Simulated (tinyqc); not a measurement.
Trap-assisted generation and recombination current of an abrupt junction: one step, computed by the program tinyqc.

Depletion approximation, flat quasi-Fermi levels across the depleted layer, long neutral regions with minority lifetimes tau_n and tau_p, full ionisation and Boltzmann statistics. Voltages in exponents stand for e V.

Task: Depleted layer under reverse bias. W = sqrt(2 eps eps_0 (V_bi - V)(1/N_A + 1/N_D)/e), x_p = W N_D/(N_A + N_D), x_n = W - x_p, peak field F_m = 2 (V_bi - V)/W; reverse bias means V = -V_r.

Inputs (values chosen for the exercise, for a model semiconductor):

| quantity | value | unit |
|---|---|---|
| gap E_g | 0.725 | eV |
| electron mass m_e | 0.0357 | m_0 |
| valleys M_c | 1 | - |
| dielectric constant eps | 20.1 | - |
| acceptor density N_A | 1.9e+17 | cm^-3 |
| donor density N_D | 8.1e+18 | cm^-3 |
| reverse bias V_r | 5.3 | V |
| temperature T | 400 | K |

Field enhancement: Hurkx tunnelling factor.

V_bi = 0.6947685 V

Constants: eps_0 = 8.8541878128e-12 F/m; e = 1.602176634e-19 C.

Give: W; x_p; x_n; peak field F_m.

Result:

W = 267.8 nm

x_p = 261.7 nm

x_n = 6.139 nm

peak field F_m = 4.476e+05 V/cm

Caution: one side is doped near or above its effective density of states, so Boltzmann statistics understate V_bi. Caution: at such a field avalanche multiplication or band-to-band tunnelling, left out here, may dominate the reverse current.
